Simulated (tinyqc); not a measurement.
Input admittance of a MOSFET at zero drain bias: distributed channel and distributed gate: two steps of the calculation.

Source and drain grounded, strong inversion, w = 2 pi f, Cox = eps0 eox/tox. The channel is an RC line of resistance 1/(mu Cox Vo) per square fed from both ends, so one finger has the intrinsic admittance y = i w Cox L tanh(g)/g per width, g = (1/2) sqrt(i w tau), tau = L^2/(mu Vo). The vertical resistance rv/L is in series with y, the overlaps 2 i w Cov in parallel: y_t = 1/(1/y + rv/L) + 2 i w Cov. The gate strip is a line of Rsh/L per length loaded by y_t, so a finger has Y = y_t Wf tanh(k)/k, k = (Wf/sd) sqrt(y_t Rsh/L); the device has Nf Y.

Values chosen for this exercise; values of the order met in silicon radio-frequency transistors: relative permittivity of the gate insulator (close to silicon dioxide) eox = 3.9; insulator thickness tox = 3.2 nm; channel length L = 0.42 um; finger width Wf = 3.1 um; number of fingers Nf = 8; channel mobility mu = 170 cm^2/(V s); gate overdrive Vo = 0.64 V; sheet resistance of the gate Rsh = 3.5 ohm/square; vertical resistivity of the gate stack rv = 3.8 ohm um^2; number of ends at which a finger is contacted sd = 2; overlap and fringe capacitance on each side Cov = 0.32 fF/um; frequency f = 27 GHz.

Constants: eps0 = 8.8541878128e-14 F/cm where lengths are in cm. Results are converted to the units shown.

Question 1. Low-frequency resistances and capacitance. Low-frequency limits, with c = Cox L and ct = c + 2 Cov: R_strip = Rsh Wf/(3 sd^2 L Nf), R_ch = (c/ct)^2 L/(12 mu Cox Vo Wf Nf), R_vert = (c/ct)^2 rv/(L Wf Nf), C = ct Wf Nf.

Find: parts; sum; C; 1/(2 pi R C).

Answer 1.

parts (ohm): strip 0.2691, channel 9.230, vertical 0.2801
sum = 9.779 ohm
C = 128.3 fF
1/(2 pi R C) = 126.9 GHz

The channel term is the largest, 94.4 % of the sum.

Question 2. Admittance of the channel and stack per width. tau, g, c = Cox L, y and y_t as defined.

Find: tau; g; c; y; y_t.

Answer 2.

tau = 16.213 ps
g = 0.58636+0.58636i
c = 4.5322 fF/um
y = 163.71+723.89i uS/um
y_t = 168.19+830.29i uS/um

w tau = 2.75, and Im y is 0.941 of w c.

Program tinyqc, `OMP_NUM_THREADS=1 python tinyqc.py 2262233 2262234 out.jsonl`; Intel Xeon 2.30GHz, shared host, one thread, about 0.01 s.
